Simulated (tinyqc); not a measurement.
Resistive memory cell, filament-gap model with Joule heating: one step of the calculation.

A tunnelling gap g separates the tip of a filament from the electrode. I = I0 exp(-g/g0) sinh(Vd/V0), with Vd = V - I Rs on the device; T = T0 + Rth Vd I at once; the gap closes as dg/dt = -nu exp(-q Ea/(kB T)) sinh(al q Vd/(kB T)). All constants are fitting values of a compact model.

Task. Voltage on the device. I = I0 exp(-g/g0) sinh(Vd/V0); Vd(new) = V - Rs I.

Inputs (values chosen for the exercise):
- I0 = 0.76 mA (current scale)
- g0 = 0.27 nm (tunnelling length)
- V0 = 0.46 V (voltage scale)
- Rs = 1000 ohm (series resistance)
- V = 1.08 V (pulse voltage)

Vd at the start = 1.08 V
g = 1.4 nm

Wanted: I; Vd after iteration 1.

Result.

I = 22.057 uA
Vd after iteration 1 = 1.0579 V

Numbers from tinyqc (`OMP_NUM_THREADS=1 python tinyqc.py 2880045 2880046 out.jsonl`; about 0.05 s on one thread of a shared Intel Xeon 2.30GHz).
